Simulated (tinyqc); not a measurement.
Changing the exchange current of the suppressed surface i_0: bottom-up copper filling of a trench by curvature-enhanced accelerator coverage. Computed by tinyqc, a small Python program. Command: `OMP_NUM_THREADS=1 python tinyqc.py 3011183 3011184 out.jsonl superfill sweep`. One thread of a shared host (Intel(R) Xeon(R) Processor @ 2.30GHz), about 0.1 s of CPU time with the checks.

A rectangular trench keeps vertical walls and a flat floor. An accelerator floats on the surface; where area is lost in the corners it is passed on to the floor.

Inputs (values chosen for the exercise, close to those used for damascene copper plating):

| quantity | value | unit |
|---|---|---|
| trench width w | 58 | nm |
| aspect ratio h/w | 1.4 | - |
| exchange current of the accelerated surface i_1 | 1 | mA/cm^2 |
| transfer coefficient alpha | 0.52 | - |
| overpotential eta | 0.11 | V |
| starting coverage theta_0 | 0.024 | - |
| adsorption rate k_a | 0 | 1/s |
| cupric ion concentration C | 0.35 | mol/l |
| diffusivity D | 4.6e-06 | cm^2/s |
| boundary layer delta | 40 | um |
| temperature T | 298 | K |

Constants: e = 1.602176634e-19 C; N_A = 6.02214076e+23 1/mol; k_B = 8.617333262e-05 eV/K.

Method. Kinetic current i_k = [i_0 (1 - theta) + i_1 theta] exp(alpha eta/(k_B T)), limit i_L = 2 F D C/delta, i = 1/(1/i_k + 1/i_L); velocity v = i Omega/(2F), Omega = 7.11 cm^3/mol, F = e N_A. Depletion inside the trench is ignored. Half width x, floor height y, depth h = aspect ratio x w. dx/dt = -v_s, dy/dt = v_b. d theta_b/dt = k_a (1 - theta_b) + [theta_s v_b + theta_b v_s]/x: the floor takes the accelerator of the wall it covers and keeps its own as it narrows. d theta_s/dt = k_a (1 - theta_s). theta_b is capped at 1. Integrate (tolerance 1e-9) until the walls meet (x = 0.02 w/2) or the floor passes the original mouth y = h. Start: x = w/2, y = 0, theta_b = theta_s = theta_0. Height filled = y/h, opening left = x/(w/2).

One run for each value:

| exchange current of the suppressed surface i_0 (mA/cm^2) | ratio v(1)/v(theta_0) | share of the height filled from the floor | opening left, as a share of w |
|---|---|---|---|
| 0.0050 | 31.039 | 1.0000 | 0.21597 |
| 0.0097 | 26.799 | 1.0000 | 0.18301 |
| 0.0190 | 21.104 | 1.0000 | 0.13303 |
| 0.0360 | 15.213 | 1.0000 | 0.07350 |
| 0.0690 | 9.886 | 0.8813 | 0.02000 |
| 0.1300 | 6.027 | 0.6264 | 0.02000 |
| 0.2600 | 3.323 | 0.4692 | 0.02000 |
| 0.5000 | 1.851 | 0.3916 | 0.02000 |

Over the rows, ratio v(1)/v(theta_0) falls from 31.0 to 1.85 (exponent d ln y / d ln x -0.22 between the first rows and -0.89 between the last); share of the height filled from the floor falls from 1.00 to 0.392, flat over part of the range; opening left, as a share of w falls from 0.216 to 0.0200, flat over part of the range. A stronger suppressor (smaller i_0) raises the contrast, until theta_0 i_1 outweighs i_0.

Caution (all rows): real profiles develop slanted corners, and accelerator is consumed; both are left out.
